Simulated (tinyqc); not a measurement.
Smearing for a one-band metal on the fcc lattice: one step. Occupations and energies.

With x = (E_k - mu)/sigma: cold (Marzari-Vanderbilt) with y = x + 1/sqrt(2), f = erfc(y)/2 + exp(-y^2)/sqrt(2 pi), s = y exp(-y^2)/sqrt(2 pi). With weights w = points/N^d (d the dimension), mu solves 2 sum w f = ne; E = 2 sum w f E_k, S = 2 sum w s, F = E - sigma S.

Values chosen for the exercise: ne = 0.9 (electrons per cell); sigma = 0.735 eV (width).

Distinct levels:

| E_k (eV) | points |
|---|---|
| -19.380000 | 1 |
| -8.820000 | 8 |
| -6.460000 | 6 |
| 0.580000 | 12 |
| 1.740000 | 4 |
| 2.940000 | 24 |
| 4.140000 | 3 |
| 5.300000 | 6 |

Question. Converge mu, then list x, f and s of each level and form the sums.

Give: mu; x, f and s of each level; E; S; F; (E + F)/2.

Answer.

mu = 1.5102 eV

x, f and s of each level:

| E_k (eV) | x | f | s |
|---|---|---|---|
| -19.3800 | -28.42 | 1.0000 | 0.0000 |
| -8.8200 | -14.05 | 1.0000 | 0.0000 |
| -6.4600 | -10.84 | 1.0000 | 0.0000 |
| 0.5800 | -1.27 | 1.0772 | -0.1631 |
| 1.7400 | 0.31 | 0.2157 | 0.1438 |
| 2.9400 | 1.95 | 0.0004 | 0.0009 |
| 4.1400 | 3.58 | 0.0000 | 0.0000 |
| 5.3000 | 5.16 | 0.0000 | 0.0000 |

E = -3.7397 eV
S = -0.0425
F = -3.7085 eV
(E + F)/2 = -3.7241 eV

Levels with f between 0.001 and 0.999: 1. f leaves the range 0 to 1: it runs from 0.0000 to 1.0772. For this scheme F itself has no term in sigma^2, so F is the estimate of the energy at zero width. That argument needs a smooth density of states, and the number of distinct levels within 2 sigma of mu is only 3, so it may fail on this mesh.

(tinyqc, `OMP_NUM_THREADS=1 python tinyqc.py 1650488 1650489 out.jsonl`, Intel(R) Xeon(R) Processor @ 2.30GHz, 1 thread, shared host, about 0.2 s.)
